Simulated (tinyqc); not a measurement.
Wavelength: periodic multilayer mirror for extreme ultraviolet light.

s polarisation, vacuum above. q_j = sqrt(N_j^2 - sin^2 theta); interface r_jk = (q_j - q_k)/(q_j + q_k) exp(-2 (2 pi/lam)^2 q_j q_k sg^2) (Nevot-Croce; sg = 0 if not given); phase factor of a layer x_j = exp(4 pi i q_j d_j/lam). Each period has the spacer (thickness (1 - Gm) L) on top of the absorber (Gm L). In this recursion R is the amplitude; R in tables and results is the reflectance, its squared modulus. The substrate is of the spacer material. Starting with R = 0 in it, each interface upward gives R -> (r + R x)/(1 + r R x), x that of the layer below the interface (1 for the substrate).

Parameters, chosen for this exercise (optical constants near those of Mo and Si at 13.5 nm; the results hold for these values, not for the real material): dA = (0.0789, 0.00659) (delta and beta of the absorber, N = 1 - delta + i beta); dS = (0.001, 0.00184) (delta and beta of the spacer and the substrate); L = 6.96 nm (period); Gm = 0.37 (absorber share of the period); theta = 0 degrees (angle from the normal); sg = 0.5 nm (interface roughness); Np = 20 (periods).

The optical constants are held fixed.

Reflectance:

| lam (nm) | R |
|---|---|
| 12.9 | 0.038 |
| 13.0 | 0.141 |
| 13.1 | 0.274 |
| 13.2 | 0.391 |
| 13.3 | 0.474 |
| 13.4 | 0.527 |
| 13.5 | 0.552 |
| 13.6 | 0.553 |
| 13.7 | 0.527 |
| 13.8 | 0.468 |
| 13.9 | 0.370 |
| 14.0 | 0.239 |
| 14.1 | 0.107 |
| 14.2 | 0.023 |
| 14.3 | 0.005 |

What does the comparison show, and why?

The largest value listed is 0.553 at 13.6 nm, against lam_B = 2 L Re(mean q) = 13.505 nm; the peak lies on the long side, where the nodes of the standing wave fall in the absorber. R exceeds half of that from 13.2 to 13.9 nm of the wavelengths listed, at least 5.1 % of the wavelength; a chain of ten mirrors narrows it, since R^10 falls to half where R has lost only 7 %.

Program tinyqc; command `OMP_NUM_THREADS=1 python tinyqc.py 1682009 1682010 out.jsonl`; about 0.01 s on one thread of a shared Intel(R) Xeon(R) Processor @ 2.30GHz.
